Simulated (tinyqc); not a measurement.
# Pull-up strength from the switching point

Inverse problem. Transistor (EKV form, voltages against the body): I = 2 n b Vt^2 [F(vp - Vs) - F(vp - Vd)] from drain to source, F(v) = ln^2(1 + exp(v/(2 Vt))), vp = (Vg - VT + sg |Vd - Vs|)/n. n-channel bodies are at 0; for the p-channel device all voltages are counted down from Vdd. b in uA/V^2 gives I in uA. In an inverter In(Vg = Vd = VM) equals Ip at the switching point VM. Find bp and the current there.

Parameters, values chosen for the exercise:
```
symbol  value    unit                                  meaning
T         300       K                              temperature
Vdd       0.6       V                           supply voltage
n        1.17                                     slope factor
sg      0.102                   drain-induced barrier lowering
VTn      0.37       V                      n-channel threshold
VTp      0.42       V          p-channel threshold (magnitude)
bn        310  uA/V^2  gain factor of the pull-down transistor
```

Constants: q = 1.602176634e-19 C, kB = 1.380649e-23 J/K, Vt = kB T/q. Results are converted to the units shown.

VM = 0.277314364 V

Answer. Ip is proportional to bp, so bp is In(VM) over the p-channel current for unit b.

bp = 310.0 uA/V^2
current at VM = 0.04256 uA

tinyqc, about 0.05 s, one thread, Intel Xeon 2.30GHz (shared host): `OMP_NUM_THREADS=1 python tinyqc.py 2340159 2340160 out.jsonl`
